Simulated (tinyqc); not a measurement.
Worked calculation: MP2 on RHF in the 6-311g basis, for H2, spin multiplicity 1. One step of it, computed by the program tinyqc.

Task: Orthogonalisation. S = U s U^T; symmetric (Loewdin) form X = U s^(-1/2) U^T, so that X^T S X = 1.

overlap S:
```
          1H 1s     1H 2s     1H 3s     2H 1s     2H 2s     2H 3s
1H 1s  1.000000  0.706377  0.373664  0.349414  0.472746  0.322543
1H 2s  0.706377  1.000000  0.788963  0.472746  0.776729  0.698951
1H 3s  0.373664  0.788963  1.000000  0.322543  0.698951  0.923423
2H 1s  0.349414  0.472746  0.322543  1.000000  0.706377  0.373664
2H 2s  0.472746  0.776729  0.698951  0.706377  1.000000  0.788963
2H 3s  0.322543  0.698951  0.923423  0.373664  0.788963  1.000000
```

Give: eigenvalues of S; X.

Result:

eigenvalues of S: 0.026  0.148  0.160  0.764  0.899  4.003

X:
```
        1H 1s   1H 2s   1H 3s   2H 1s   2H 2s   2H 3s
1H 1s   1.382  -0.746   0.218  -0.076   0.019  -0.040
1H 2s  -0.746   2.516  -1.221   0.019  -0.814   0.483
1H 3s   0.218  -1.221   3.075  -0.040   0.483  -1.927
2H 1s  -0.076   0.019  -0.040   1.382  -0.746   0.218
2H 2s   0.019  -0.814   0.483  -0.746   2.516  -1.221
2H 3s  -0.040   0.483  -1.927   0.218  -1.221   3.075
```
